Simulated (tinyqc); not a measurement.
Inside a calculation. Method: plane-wave Kohn-Sham cycle with exchange-only LDA in a layered model solid. Computed by tinyqc, a small Python program that keeps every step. Settings: points = 16, plane-wave index or count = 2, electrons = 2, k points = 3, area = 16.0, mixing = 0.8, iteration cap = 77. Command: `OMP_NUM_THREADS=1 python tinyqc.py 28268 28269 out.jsonl` (the two numbers bound the seeds that draw the settings). One thread of a shared host (Intel(R) Xeon(R) Processor @ 2.60GHz), about 0.01 s of CPU time with the checks. Later iterations appear only in the table of the cycle.

## Iteration 1: potential

A solid whose potential varies along x alone (atomic units):
```
parameter                      value
period a                   12.500000
cross-section of the cell  16.000000
electrons per cell                 2
grid points                       16
plane waves -n..n, n               2
k points                           3
V1 in V1 cos(2 pi x/a)     -0.790000
V2 in V2 cos(4 pi x/a)     -0.130000
```

density at the start, on the grid x_j = j a/N (e/bohr^3): 0.01000000  0.01000000  0.01000000  0.01000000  0.01000000  0.01000000  0.01000000  0.01000000  0.01000000  0.01000000  0.01000000  0.01000000  0.01000000  0.01000000  0.01000000  0.01000000

V_H(G) = 4 pi rho(G)/G^2 for G != 0 (uniform background); v_x = -(3 rho/pi)^(1/3); V = V_ext + V_H + v_x; Fourier components f(G_m) = (1/N) sum_j f(x_j) exp(-i G_m x_j).

Potentials on the grid (hartree):
```
x              V_ext       V_H        v_x          V
0.000000   -0.920000  0.000000  -0.212157  -1.132157
0.781250   -0.821789  0.000000  -0.212157  -1.033946
1.562500   -0.558614  0.000000  -0.212157  -0.770771
2.343750   -0.210396  0.000000  -0.212157  -0.422553
3.125000    0.130000  0.000000  -0.212157  -0.082157
3.906250    0.394244  0.000000  -0.212157   0.182087
4.687500    0.558614  0.000000  -0.212157   0.346457
5.468750    0.637941  0.000000  -0.212157   0.425784
6.250000    0.660000  0.000000  -0.212157   0.447843
7.031250    0.637941  0.000000  -0.212157   0.425784
7.812500    0.558614  0.000000  -0.212157   0.346457
8.593750    0.394244  0.000000  -0.212157   0.182087
9.375000    0.130000  0.000000  -0.212157  -0.082157
10.156250  -0.210396  0.000000  -0.212157  -0.422553
10.937500  -0.558614  0.000000  -0.212157  -0.770771
11.718750  -0.821789  0.000000  -0.212157  -1.033946
```

V(G_m), m = 0, 1, 2, ... (hartree): -0.212157  -0.395000  -0.065000  0.000000  0.000000

## Iteration 1: Hamiltonian at one k

k = 0.000000 2 pi / a

H(m,m') = (k + G_m)^2/2 delta + V(G_m - G_m'), with V(-G) = V(G).

H (hartree):
```
           -2         -1         +0         +1         +2
-2   0.293167  -0.395000  -0.065000   0.000000   0.000000
-1  -0.395000  -0.085826  -0.395000  -0.065000   0.000000
+0  -0.065000  -0.395000  -0.212157  -0.395000  -0.065000
+1   0.000000  -0.065000  -0.395000  -0.085826  -0.395000
+2   0.000000   0.000000  -0.065000  -0.395000   0.293167
```

## Iteration 1: levels at that k

Diagonalise the Hermitian matrix.

eigenvalues (hartree): -0.845228  -0.288886  0.173564  0.561227  0.601848

## Iteration 1: new density

Motion across x is left out: the lowest 1 band(s) hold two electrons at each of the k points (j + 1/2)/nk - 1/2. Residual R = rho(out) - rho(in); rho(new) = rho(in) + 0.8 R. rho(out) = 2/(a A nk) sum |psi|^2 with psi = sum c exp(i G x). Harris energy E = band energy - dV sum rho (V_H/2 + v_x) + (3/4) dV sum rho v_x with rho(in), dV = a A/N, band energy = (2/nk) sum of the filled levels.

rho(out) (e/bohr^3): 0.04198565  0.03438389  0.01828248  0.00556402  0.00066287  0.00003159  0.00002088  0.00002051  0.00008187  0.00002051  0.00002088  0.00003159  0.00066287  0.00556402  0.01828248  0.03438389

density after iteration 1 (e/bohr^3): 0.03558852  0.02950711  0.01662599  0.00645122  0.00253030  0.00202527  0.00201671  0.00201640  0.00206549  0.00201640  0.00201671  0.00202527  0.00253030  0.00645122  0.01662599  0.02950711

energy per cell = -1.57961020 hartree

## Iteration 2: potential

As before.

Potentials on the grid (hartree):
```
x              V_ext        V_H        v_x          V
0.000000   -0.920000   0.794915  -0.323912  -0.448997
0.781250   -0.821789   0.700877  -0.304298  -0.425210
1.562500   -0.558614   0.461716  -0.251335  -0.348233
2.343750   -0.210396   0.169762  -0.183318  -0.223952
3.125000    0.130000  -0.099207  -0.134188  -0.103395
3.906250    0.394244  -0.313045  -0.124590  -0.043392
4.687500    0.558614  -0.465935  -0.124415  -0.031736
5.468750    0.637941  -0.557594  -0.124408  -0.044061
6.250000    0.660000  -0.588063  -0.125410  -0.053473
7.031250    0.637941  -0.557594  -0.124408  -0.044061
7.812500    0.558614  -0.465935  -0.124415  -0.031736
8.593750    0.394244  -0.313045  -0.124590  -0.043392
9.375000    0.130000  -0.099207  -0.134188  -0.103395
10.156250  -0.210396   0.169762  -0.183318  -0.223952
10.937500  -0.558614   0.461716  -0.251335  -0.348233
11.718750  -0.821789   0.700877  -0.304298  -0.425210
```

V(G_m), m = 0, 1, 2, ... (hartree): -0.183902  -0.105349  -0.036328  0.005874  0.003167

## Iteration 2: Hamiltonian at one k

k = 0.000000 2 pi / a

As before.

H (hartree):
```
           -2         -1         +0         +1         +2
-2   0.321422  -0.105349  -0.036328   0.005874   0.003167
-1  -0.105349  -0.057571  -0.105349  -0.036328   0.005874
+0  -0.036328  -0.105349  -0.183902  -0.105349  -0.036328
+1   0.005874  -0.036328  -0.105349  -0.057571  -0.105349
+2   0.003167   0.005874  -0.036328  -0.105349   0.321422
```

## Iteration 2: levels at that k

As before.

eigenvalues (hartree): -0.310639  -0.054435  0.009769  0.347659  0.351447

## Iteration 2: new density

As before.

rho(out) (e/bohr^3): 0.03457977  0.02992956  0.01928968  0.00911737  0.00313194  0.00082636  0.00022473  0.00012670  0.00012752  0.00012670  0.00022473  0.00082636  0.00313194  0.00911737  0.01928968  0.02992956

density after iteration 2 (e/bohr^3): 0.03478152  0.02984507  0.01875694  0.00858414  0.00301161  0.00106615  0.00058313  0.00050464  0.00051512  0.00050464  0.00058313  0.00106615  0.00301161  0.00858414  0.01875694  0.02984507

energy per cell = -0.98699150 hartree

## Convergence

Stop when sqrt(dV sum R^2) is below 1e-8, dV = a A/N.

Course of the cycle:
```
iteration  E (hartree)  norm of the residual
1          -1.57961020              2.02e-01
2          -0.98699150              2.52e-02
3          -0.98367106              1.06e-02
4          -0.98359530              1.15e-03
5          -0.98359221              5.54e-04
6          -0.98359206              6.39e-05
7          -0.98359205              3.07e-05
8          -0.98359205              3.61e-06
9          -0.98359205              1.71e-06
10         -0.98359205              2.06e-07
11         -0.98359205              9.63e-08
12         -0.98359205              1.19e-08
13         -0.98359205              5.43e-09
```

Converged in 13 iterations. Before convergence this energy mixes input and output and is not variational, so it may rise towards its limit.
